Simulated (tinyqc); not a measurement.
# AlGaN/GaN HEMT with access regions, lumped model: what changes with what

A polarisation-induced electron sheet under a Schottky gate, in series with two ungated access regions and contacts. Drift law v = mu E/(1 + mu E/vs) under the gate. Currents in mA/mm, resistances in ohm mm. No self-heating, no channel-length modulation; fits for polarisation, barrier and offset are chosen for the exercise.

Parameters, values chosen for the exercise; values close to those of AlGaN/GaN structures:
- x = 0.23 (aluminium share of the barrier)
- d = 15 nm (barrier thickness)
- eps_r = 9.1 (relative permittivity of barrier and channel)
- mu = 1200 cm^2/(V s) (channel mobility)
- vs = 1.3e7 cm/s (saturation velocity)
- Lg = 0.15 um (gate length)
- Ls = 1.5 um (source access length)
- Ld = 12 um (drain access length)
- Rc = 0.45 ohm mm (resistance of each contact)
- ft = 0 (share of the drain-access electrons removed by traps)
- Vg = 0 V (gate voltage)

Constants: q = 1.602176634e-19 C, eps0 = 8.8541878128e-14 F/cm where lengths are in cm. Results are converted to the units shown.

Each table varies one quantity; the others keep the values above.

## Effect of the source access length

sigma = (5e13 x + 1.6e13 x^2) cm^-2, phiB = 0.84 + 1.3 x, dEc = 0.7 (1.71 x + x^2) in volts, Cb = eps0 eps_r/d, VT = phiB - dEc - q sigma/Cb, access density n0 = -Cb VT/q. Access resistance R(L, n) = L/(q mu n sqrt(1 - (I/(q n vs))^2)); Rs = Rc + R(Ls, n0), Rd = Rc + R(Ld, (1 - ft) n0). Vg' = Vg - I Rs, Vd' = Vd - I (Rs + Rd); with u = Vg' - VT, Vc = vs Lg/mu and w the smaller of Vd' and Vc [sqrt(1 + 2 u/Vc) - 1] (0 if negative), the channel gives (mu Cb/Lg)(u w - w^2/2)/(1 + w/Vc). I equals that channel current. Isat is I at Vd = 10 V, gm = dIsat/dVg, Ron the limit of Vd/I at small Vd.

The same in every row: VT (V) = -2.856; n0 (cm^-2) = 9.575e12.

Effect of the source access length:
```
Ls (um)  Ron (ohm mm)  Isat (mA/mm)  gm (mS/mm)
0.1             7.554          1085       134.2
0.3             7.663          1042       403.4
0.6             7.826         968.7       368.1
1               8.043         889.0       333.2
1.5             8.315         808.6       300.5
2.5             8.858         687.9       254.1
4               9.673         564.9       208.4
```

As Ls goes from 0.1 to 4 um, Ron rises from 7.55 to 9.67 ohm mm, Isat falls from 1080 to 565 mA/mm and gm goes from 134 through a maximum of 403 (at Ls = 0.3 um among the rows listed) to 208 mS/mm. The ceiling Cb vs is 698 mS/mm. In every row the power passes 5 W/mm, where self-heating, left out here, lowers the current. At Ls = 0.1 um the gated channel is not yet saturated at 10 V, because the access regions take the voltage, and gm drops.

## Effect of the gate length

Same model as above.

The same in every row: VT (V) = -2.856; n0 (cm^-2) = 9.575e12.

Results:
```
Lg (um)  Ron (ohm mm)  Isat (mA/mm)  gm (mS/mm)
0.05            8.261         889.7       309.8
0.09            8.282         851.0       305.8
0.16            8.320         802.5       299.6
0.29            8.391         739.4       289.8
0.52            8.516         663.3       275.2
0.93            8.739         574.1       254.4
3               9.863         369.4       190.5
```

Estimate the missing row, Lg = 1.7 um.

Computed row:
```
Lg (um)  Ron (ohm mm)  Isat (mA/mm)  gm (mS/mm)
1.7             9.157         470.6       225.0
```

With this row back in the table: As Lg goes from 0.05 to 3 um, Ron rises from 8.26 to 9.86 ohm mm, Isat falls from 890 to 369 mA/mm and gm falls from 310 to 190 mS/mm. The ceiling Cb vs is 698 mS/mm. For Lg = 0.05 to 0.93 um the power passes 5 W/mm, where self-heating, left out here, lowers the current.

## Effect of the barrier thickness

Same model as above.

Result of one run:
```
d (nm)  VT (V)  n0 (cm^-2)  Ron (ohm mm)  Isat (mA/mm)  gm (mS/mm)
11      -1.874    8.567e12         9.187         580.1       337.8
```

What becomes of these results when the barrier thickness d is changed from 11 to 18 nm, all else the same?

Result of the changed run:
```
d (nm)  VT (V)  n0 (cm^-2)  Ron (ohm mm)  Isat (mA/mm)  gm (mS/mm)
18      -3.592    1.004e13         7.974         943.1       274.2
```

The whole series:
```
d (nm)  VT (V)  n0 (cm^-2)  Ron (ohm mm)  Isat (mA/mm)  gm (mS/mm)
8       -1.137    7.150e12         10.83         358.8       354.2
11      -1.874    8.567e12         9.187         580.1       337.8
14      -2.610    9.377e12         8.471         757.4       309.8
18      -3.592    1.004e13         7.974         943.1       274.2
22      -4.574    1.046e13         7.690          1081       125.4
27      -5.802    1.081e13         7.470          1139       30.20
33      -7.275    1.109e13         7.304          1174       14.65
```

As d goes from 8 to 33 nm, Ron falls from 10.8 to 7.30 ohm mm, Isat rises from 359 to 1170 mA/mm and gm falls from 354 to 14.6 mS/mm. VT falls from -1.14 to -7.28 V. For d = 11 to 33 nm the power passes 5 W/mm, where self-heating, left out here, lowers the current. For d = 22 to 33 nm the gated channel is not yet saturated at 10 V, because the access regions take the voltage, and gm drops.

Numbers from tinyqc (`OMP_NUM_THREADS=1 python tinyqc.py 2570091 2570092 out.jsonl`; about 0.01 s on one thread of a shared Intel Xeon 2.30GHz).
